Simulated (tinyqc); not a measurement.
Inside a calculation. Method: lattice vibrations of a chain. One step of it, computed by the program tinyqc.

Task: Frequencies. omega^2 are the eigenvalues; wavenumber = 521.4708 sqrt(eigenvalue) 1/cm.

D(q) (eV/(angstrom^2 u)), lower triangle (Hermitian):
```
                     1                    2         3
1             0.961336
2  -0.620268-0.017706i             1.956863
3  -0.507869-0.264860i  -0.721779-0.018776i  1.126482
```

Give: eigenvalues; wavenumbers; weights |e|^2 of the mass-weighted modes.

Result:

eigenvalues: 0.0194  1.5713  2.4540

wavenumbers (1/cm): 72.7  653.7  816.9

weights |e|^2 of the mass-weighted modes:
```
        mode 1  mode 2  mode 3
atom 1  0.4297  0.5058  0.0645
atom 2  0.1892  0.0415  0.7694
atom 3  0.3811  0.4528  0.1661
```
